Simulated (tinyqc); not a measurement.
Which face: thin-body film or fin with hard walls, valleys of the Ge type.

Four ellipsoidal valleys (eight halves) with their long axes along <111>, mass ml along the axis and mt across it. For a valley whose axis makes the angle theta with the surface normal, 1/m_z = cos^2(theta)/ml + sin^2(theta)/mt sets the confinement; in the plane the masses are m_1 = mt and m_2 = ml mt/m_z, and m_d = sqrt(m_1 m_2). The Gamma and Delta valleys are left out; the heavy Delta valleys, about 0.18 eV up, can lie lowest under strong confinement.

A film of thickness t between hard walls, flat band inside: E_n = c (n pi/t)^2/m_z above the bulk edge, c = hbar^2/2m0. Without degeneracy the sheet density is N2 exp((EF - Ec)/kB T) with N2 = sum_i g m_d/(2 pi c) kB T exp(-E_i/kB T) over n = 1 to 40 of each group; a classical film has t Nc with Nc = 2 g_all (m_dos kB T/(4 pi c))^(3/2), m_dos = (ml mt^2)^(1/3). The threshold shift is dVt = kB T ln(t Nc/N2).

Constants: hbar^2/2m0 = 3.80998211 eV angstrom^2; kB = 8.617333262e-05 eV/K.

Inputs chosen for the exercise (near those of Ge; the results hold for these values, not for the real material): ml = 1.594 m0 (longitudinal mass); mt = 0.082 m0 (transverse mass); T = 350 K (temperature); t = 104 angstrom (body thickness); g_all = 4 (number of valleys).

The same thickness on four faces; m_1 and m_2 are the in-plane masses of the lowest group.

Cases:

| face |
|---|
| (100) |
| (110) |
| (111) |
| (211) |

Rank the cases by dVt (mV), lowest first.

Answer: (111), (211), (110), (100).

Results:

| face | valleys of lowest | m_z | E1 (eV) | share (%) | dVt (mV) | m_1 | m_2 |
|---|---|---|---|---|---|---|---|
| (100) | 4 | 0.1199 | 0.0290 | 100.0 | 24.3 | 0.082 | 1.090 |
| (110) | 2 | 0.2231 | 0.0156 | 64.1 | 23.2 | 0.082 | 0.586 |
| (111) | 1 | 1.5940 | 0.0022 | 43.4 | 21.6 | 0.082 | 0.082 |
| (211) | 1 | 0.5228 | 0.0066 | 39.1 | 22.8 | 0.082 | 0.250 |

The threshold shift is smallest on (111) (21.6 mV) and largest on (100) (24.3 mV). The lowest E1 belongs to (111), the same face: the heavy m_z outweighs the smaller number of valleys. Since m_z m_1 m_2 = ml mt^2 on every face, a heavy confinement mass comes with light masses in the plane.

Computed by tinyqc, a small Python program: `OMP_NUM_THREADS=1 python tinyqc.py 1251792 1251793 out.jsonl` (the numbers bound the seed that draws the inputs); one thread of a shared host (Intel(R) Xeon(R) Processor @ 2.30GHz), about 0.01 s for the whole set of steps.
